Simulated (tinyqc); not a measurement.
Worked calculation: kinetics of strain relaxation and threading dislocations in mismatched semiconductor layers. Computed by tinyqc, a small Python program that keeps every step. Command: `OMP_NUM_THREADS=1 python tinyqc.py 3012358 3012359 out.jsonl threading walk`. One thread of a shared host (Intel(R) Xeon(R) Processor @ 2.30GHz), about 0.01 s of CPU time with the checks. Intermediate numbers are printed to about 5 digits and carried at full precision; extremes and crossings named in words are read from the listed rows.

60-degree dislocations on {111} planes of a (001) layer, isotropic elasticity. The Schmid factor is 1/sqrt(6), and a misfit segment relieves strain with b/2.

Inputs (values chosen for the exercise, modelled on Si(0.7)Ge(0.3) on Si):

| quantity | value | unit |
|---|---|---|
| misfit f | 0.0117 | - |
| shear modulus G | 60.5 | GPa |
| Poisson ratio nu | 0.27 | - |
| Burgers vector b | 3.89 | angstrom |
| glide activation energy Q | 2.03 | eV |
| velocity prefactor v0 | 30000 | m/s per MPa |
| layer thickness h | 32 | nm |
| anneal temperature T | 851 | K |
| anneal time t | 100 | s |
| initial thread density rho_0 | 710000 | 1/cm^2 |
| multiplication constant delta | 35000 | 1/m |
| grading rate (misfit per thickness) R_f | 0.011 | 1/micrometre |
| growth temperature of the buffer T_g | 967 | K |
| growth rate R_g | 0.5 | nm/s |
| reaction radius r_A | 65 | nm |
| final thickness of a thick uniform layer H | 7.6 | micrometre |
| aspect ratio of a trench | 3 | - |

Sources: fixed density of threads.

Constants: k_B = 8.617333262e-05 eV/K.

## Excess stress and glide velocity at the start

Excess resolved stress tau = (1/sqrt 6) [2 G (1 + nu)/(1 - nu)] (e - e_eq), e_eq = b (1 - nu/4) [ln(h/b) + 1]/(4 pi (1 + nu) h), the Matthews-Blakeslee strain of an uncapped layer; glide velocity v = v0 tau exp(-Q/(k_B T)), tau in MPa.

equilibrium strain e_eq = 0.0038426

excess stress tau = 675.26 MPa

mobility v/tau = 2.8516e-08 m/s per MPa

initial velocity = 19.256 micrometre/s

The layer carries 3.0 times its equilibrium strain. In the anneal time a thread would run 1900 micrometre at this speed.

## Relaxation in the anneal

Threads run in two directions, so de/dt = -(b/4) rho v, with rho fixed. With x = e - e_eq, x0 = f - e_eq (fully strained at t = 0) and v = m S x (m the mobility, S x = tau): x = x0 exp(-t/t_r), t_r = 4/(b rho_0 m S). The half time is that at which x = x0/2.

strain left e = 0.010477

share of the excess strain relieved = 15.567 %

thread density = 710000 1/cm^2

half time = 409.64 s

Relaxation is under way. The misfit lines laid down are 0.16 micrometre apart. Caution: blocking of threads by crossing misfit lines, left out here, leaves real layers with more strain.

## Anneal temperature

The formulas are those given above.

After the time t:

| T (K) | first velocity (micrometre/s) | relieved (%) | threads (1/cm^2) | half time (s) |
|---|---|---|---|---|
| 763 | 7.9069e-01 | 0.692 | 710000 | 9.9758e+03 |
| 794 | 2.6395e+00 | 2.293 | 710000 | 2.9884e+03 |
| 831 | 9.8905e+00 | 8.324 | 710000 | 7.9751e+02 |
| 861 | 2.6557e+01 | 20.814 | 710000 | 2.9701e+02 |
| 897 | 7.9629e+01 | 50.329 | 710000 | 9.9057e+01 |
| 921 | 1.5786e+02 | 75.024 | 710000 | 4.9966e+01 |
| 955 | 3.9243e+02 | 96.821 | 710000 | 2.0100e+01 |
| 1012 | 1.5745e+03 | 100.000 | 710000 | 5.0096e+00 |

The half time follows exp(Q/(k_B T)), a decade for each 79 K near 897 K. Relief goes from 21 % at 861 K to 75.0 % at 921 K: with a fixed density the onset is gradual, and more threads relax the layer sooner. Caution: rows with more than 50 % relieved leave out blocking by crossing misfit lines, which slows real layers.

## Graded buffer

In steady grading, strain is fed at R_f R_g and relieved at (b/4) rho v. As a glide-limited estimate, the driving stress is taken as the mean stress of the strained top zone, whose depth z solves R_f z/2 = e_eq(z), with strain R_f z at the surface; tau_g = S R_f z/2 is its mean; then rho = 4 R_f R_g/(b m tau_g), m = v0 exp(-Q/(k_B T_g)), S = (1/sqrt 6) 2 G (1 + nu)/(1 - nu), e_eq(z) = b (1 - nu/4) [ln(z/b) + 1]/(4 pi (1 + nu) z).

depth z of the strained zone = 171.13 nm

stress tau_g = 80.888 MPa

thread density of the buffer = 88584 1/cm^2

buffer thickness f/R_f = 1.0636 micrometre

Raising T_g by 50 K would lower this density by a factor 3.3: fast glide lets few threads do the work. Caution: real buffers seldom go below 1e5 /cm^2, as pile-ups and nucleation take over; this value is a lower bound.

## Thick uniform layer and trapping in a trench

A separate case, a thick relaxed layer. Pair reactions during growth: d rho/dh = -K rho^2 with K = 2 r_A tan(psi) and threads inclined by psi = 45 degrees (the <110> lines of {111} planes), so rho = 1/(K H) for a layer that starts with far more threads than that, as highly mismatched layers do. In a trench along [110] a thread on {111} rises at 54.74 degrees across the width, and leaves through the wall below the height w tan(54.74 degrees) = sqrt(2) w; the share of threads, evenly spread over the floor, that reach the top is max(0, 1 - a/sqrt 2) for the aspect ratio a.

thread density at H = 1.0121e+08 1/cm^2

share that reaches the top = 0

The trench traps all threads that cross it; those that run along it are not trapped. Thickness alone needs 770 micrometre for 1e6 /cm^2. Caution: at this small misfit a layer may start with fewer threads than 1/(K H), which is then only an upper bound.

Checks made by the program: strain against numerical integration (relative difference below 1e-10).
